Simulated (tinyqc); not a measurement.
Hubbard chain of 2 sites, step by step. Computed by tinyqc, a small Python program that keeps every step. Settings: hopping = 1.99, U = 3.3, mixing = 1, iteration cap = 66. Command: `OMP_NUM_THREADS=1 python tinyqc.py 20461 20462 out.jsonl` (the two numbers bound the seeds that draw the settings). One thread of a shared host (Intel(R) Xeon(R) Processor @ 2.60GHz), about 0.2 s of CPU time with the checks.

one-body matrix (hopping and site energies) (eV), order 1, 2:
```
[[0.00000, -1.99000],
 [-1.99000, 0.00000]]
```

U = 3.30000 eV

electrons, up and down: [1, 1]

n(up) at the start (a guess, not normalised): [0.55000, 0.45000]

n(down) at the start (a guess): [0.45000, 0.55000]

Each step fills the lowest levels of T + U n(other spin) and sets n(new) = n + mixing (n(out) - n); stop when output and input agree to 1e-8.

Course of the cycle:
```
iteration      E (eV)  largest |n(out) - n(in)|  mean |n_up - n_down|
1          -2.3276552                  8.68e-03               0.08263
2          -2.3284006                  7.14e-03               0.06835
3          -2.3289063                  5.88e-03               0.05658
4          -2.3292509                  4.86e-03               0.04686
5          -2.3294863                  4.02e-03               0.03883
6          -2.3296474                  3.33e-03               0.03218
7          -2.3297579                  2.75e-03               0.02667
8          -2.3298337                  2.28e-03               0.02211
9          -2.3298857                  1.89e-03               0.01833
10         -2.3299215                  1.57e-03               0.01519
11         -2.3299460                  1.30e-03               0.01260
...               ...                       ...                   ...
56         -2.3300000                  2.83e-07              2.75e-06
57         -2.3300000                  2.35e-07              2.28e-06
58         -2.3300000                  1.94e-07              1.89e-06
59         -2.3300000                  1.61e-07              1.56e-06
60         -2.3300000                  1.34e-07              1.30e-06
61         -2.3300000                  1.11e-07              1.08e-06
62         -2.3300000                  9.19e-08              8.92e-07
63         -2.3300000                  7.62e-08              7.40e-07
64         -2.3300000                  6.32e-08              6.13e-07
65         -2.3300000                  5.24e-08              5.08e-07
66         -2.3300000                  4.34e-08              4.22e-07
```

Can the last value be used, and what does the course show?

Not by the stop rule, although the second column moves by less than 1e-07 over the last three steps. Not converged within 66 iterations: the residual falls steadily but slowly, by a factor of about 0.83 a step. The lowest mean-field energy found from random starts is -2.33000 eV. Reruns (cap 100 unless said): mixing 0.2: not converged; mixing 0.5: not converged; mixing 0.9: converged in 83 (E = -2.33000); the original settings with a cap of 400: converged in 74 (E = -2.33000).
